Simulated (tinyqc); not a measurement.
Inside a calculation. Method: tight binding, honeycomb lattice. One step of it, computed by the program tinyqc.

Question. Bloch Hamiltonian at k. H_AB = -t1 (1 + exp(-i k.a1) + exp(-i k.a2)); H_AA = delta - 2 t2 sum cos(k.b + phi), H_BB = -delta - 2 t2 sum cos(k.b - phi), b = a1, a2 - a1, -a2.

Parameters chosen for this model:
```
parameter     value                        unit
t1         1.190000                 eV, nearest
t2                0       eV, second neighbours
phi               0  rad, phase of t2 (Haldane)
delta      1.620000          eV, +/- on A and B
```

k point k (fractions of the reciprocal vectors): 0.430000  -0.420000

Give: H(k) at k.

Answer.

H(k) at k (eV):
```
              A             B
A         1.620  0.930-0.067i
B  0.930+0.067i        -1.620
```
